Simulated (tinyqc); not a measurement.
Inversion-layer mobility, back-scattering and ballistic limit of a field-effect transistor: one step, computed by the program tinyqc.

The charge at the top of the source barrier is fixed by the gate; series resistance and short-channel effects are left out. F_j are Fermi integrals normalised to exp(eta) in the classical limit.

Task: Effective mobility. mu_phonon = mu_ph (E_eff/1 MV/cm)^(-0.3) (T/300 K)^(-1.75); mu_rough = mu_sr (E_eff/1 MV/cm)^(-2); mu_Coulomb = mu_C (N_inv/1e12 cm^-2) (T/300 K); Matthiessen's rule adds 1/mu.

Inputs (values chosen for the exercise, modelled on a 4H-SiC n-channel):
```
quantity                                     value        unit
phonon mobility at 1 MV/cm and 300 K, mu_ph     91  cm^2/(V s)
roughness mobility at 1 MV/cm, mu_sr            46  cm^2/(V s)
Coulomb mobility at N_inv = 1e12/cm^2, mu_C     32  cm^2/(V s)
temperature T                                  400           K
```

Statistics at the top of the barrier: Fermi-Dirac.

inversion density N_inv = 6.260564e+12 1/cm^2

effective field E_eff = 0.6063327 MV/cm

Give: phonon part; roughness part; Coulomb part; effective mobility mu.

Result:

phonon part = 63.91 cm^2/(V s)

roughness part = 125.1 cm^2/(V s)

Coulomb part = 267.1 cm^2/(V s)

effective mobility mu = 36.52 cm^2/(V s)

The phonon part is the lowest and holds 57 % of 1/mu.
